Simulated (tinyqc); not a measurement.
Signal and retention of a DRAM cell: effect of the bit-line capacitance.

A stored one starts at Vd and leaks: Cs dV/dt = -I(V), I = a sqrt((V + Vb)/(Vd + Vb)) + b, with a = Ig exp[-(Eg1 q/kB)(1/T - 1/T0)] (generation in a depletion layer) and b = Is exp[-(Es q/kB)(1/T - 1/T0)]. The bit line is precharged to Vd/2, and charge sharing gives the signal (V - Vd/2) Cs/(Cs + Cb).

The cell fails below Vc = Vd/2 + dm (Cs + Cb)/Cs. With s = sqrt((Vc + Vb)/(Vd + Vb)), the time from Vd to Vc is t = [2 Cs (Vd + Vb)/a] [1 - s - (b/a) ln((a + b)/(a s + b))]. This time is the median of a log-normal spread: failing cells = Nc erfc(z/sqrt 2)/2, z = ln(t/tr)/sg.

Inputs (values chosen for the exercise):
- Vd = 1.4 V (array voltage)
- Cs = 25 fF (cell capacitance)
- dm = 48 mV (smallest signal that the sense amplifier resolves)
- Vb = 1.34 V (built-in plus back-bias voltage of the storage junction)
- Ig = 7.5 fA (junction leakage at V = Vd and T0)
- Is = 0.063 fA (voltage-independent leakage at T0)
- Es = 0.42 eV (activation energy of Is)
- T0 = 358 K (reference temperature)
- T = 358 K (temperature)
- sg = 0.59 (deviation of ln(retention time) over the cells)
- Nc = 1.72e10 (cells)
- tr = 64 ms (refresh interval)
- Eg1 = 0.51 eV (activation energy of Ig)

Constants: q = 1.602176634e-19 C, kB = 1.380649e-23 J/K. Results are converted to the units shown.

Results:
```
Cb (fF)  Vc (V)  retention time (s)  failing cells
15       0.7768               2.192          18.16
30       0.8056               2.084          30.62
45       0.8344               1.977          52.46
60       0.8632               1.870          91.51
75       0.8920               1.764          162.7
90       0.9208               1.659          295.7
120      0.9784               1.451           1050
```

Estimate the missing row, Cb = 105 fF.

Computed row:
```
Cb (fF)  Vc (V)  retention time (s)  failing cells
105      0.9496               1.555          549.9
```

With this row back in the table: Vc rises by dm/Cs = 1.92 mV for each fF, and the retention time falls from 2.19 to 1.45 s; the margin is gone at Cb = 340 fF.

Range of the model: Real arrays also hold a tail of unusually leaky cells and cells whose retention varies in time, which this model lacks.

Computed by the program tinyqc: `OMP_NUM_THREADS=1 python tinyqc.py 2130010 2130011 out.jsonl`, one thread of a shared Intel Xeon 2.30GHz, about 0.01 s for the whole run.
